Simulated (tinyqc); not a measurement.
Inside a calculation. Method: Hubbard chain of 2 sites. One step of it, computed by the program tinyqc.

Question. Mean-field iteration 1. H(up) = T + U n(down), H(down) = T + U n(up); fill the lowest levels; n(new) = n + mixing (n(out) - n); E = tr T (rho up + rho down) + U sum n_up n_down of the output.

one-body matrix (hopping and site energies) (eV), order 1, 2:
$$\begin{pmatrix}
0.000000 & -0.580000 \\
-0.580000 & 0.000000
\end{pmatrix}$$

U = 4.000000 eV

electrons, up and down: [1, 1]

mixing = 1

n(up) at the start (a guess, not normalised): 1 0.550000, 2 0.450000

n(down) at the start (a guess): 1 0.450000, 2 0.550000

Give: levels, up; levels, down; energy; n(up) after iteration 1; n(down) after iteration 1.

Answer.

levels, up (eV): [1.3865, 2.6135]

levels, down (eV): [1.3865, 2.6135]

energy = 0.6908 eV

n(up) after iteration 1: 1 0.6630, 2 0.3370

n(down) after iteration 1: 1 0.3370, 2 0.6630
